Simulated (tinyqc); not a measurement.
Energy against coordination: Tersoff bond-order potential. Computed by tinyqc, a small Python program. Command: `OMP_NUM_THREADS=1 python tinyqc.py 3001675 3001676 out.jsonl tersoff walk`. One thread of a shared host (Intel(R) Xeon(R) Processor @ 2.30GHz), about 0.01 s of CPU time with the checks.

E = (1/2) sum_(i, j != i) [A exp(-lambda r_ij) - b_ij B exp(-mu r_ij)], b_ij = (1 + (beta zeta_ij)^n)^(-1/(2n)), zeta_ij = sum_(k != i, j) g(theta_ijk), g = 1 + c^2/d^2 - c^2/(d^2 + (h - cos theta)^2), with theta at atom i. Only nearest neighbours count (cut-off function 1 for them, 0 beyond).

Inputs (values chosen for the exercise, modelled on silicon):
```
quantity,value,unit
A,1864.3,eV
B,475.4,eV
lambda,2.4799,1/angstrom
mu,1.7322,1/angstrom
beta,1.12e-06,-
n,0.7953,-
c,100600,-
d,16.25,-
h,-0.5944,-
```

Method. Angles seen from one bond (cos theta: count): chain -1: 1; graphitic -1/2: 2; diamond -1/3: 3; square net 0: 2, -1: 1; simple cubic 0: 4, -1: 1; bcc 1/3: 3, -1/3: 3, -1: 1; fcc 1/2: 4, 0: 2, -1/2: 4, -1: 1. With z equal bonds of order b, r = ln(lambda A/(mu b B))/(lambda - mu) and E per atom = -(z/2) b B exp(-mu r)(1 - mu/lambda).

Relaxed structures:
```
structure,z,zeta,b,r (angstrom),E per atom (eV),E per bond (eV)
dimer,1,0,1.0000,2.3075,-1.3165,-2.6331
chain,2,2.3863e+04,0.9663,2.3534,-2.3498,-2.3498
graphitic,3,2.5887e+03,0.9940,2.3155,-3.8718,-2.5812
diamond,4,2.9671e+04,0.9602,2.3618,-4.6027,-2.3013
square net,4,1.2629e+05,0.8866,2.4685,-3.5323,-1.7662
simple cubic,6,2.2871e+05,0.8325,2.5526,-4.3008,-1.4336
bcc,8,4.2708e+05,0.7572,2.6794,-4.1878,-1.0470
fcc,12,8.2366e+05,0.6597,2.8638,-3.9764,-0.6627
```

What does the comparison show, and why?

The lowest are diamond, simple cubic and bcc, the first two 0.302 eV apart. The bond order falls from 1 to 0.660 and the bond weakens from -2.63 to -0.66 eV, as b^(lambda/(lambda - mu)) with exponent 3.32. With the same z = 4 the square net lies 1.07 eV above diamond, from its angles alone. Caution: in bcc and other dense structures second neighbours can fall inside the usual cut-off; they are left out here.

Extremes, crossings and ranges named in words are read from the listed rows.
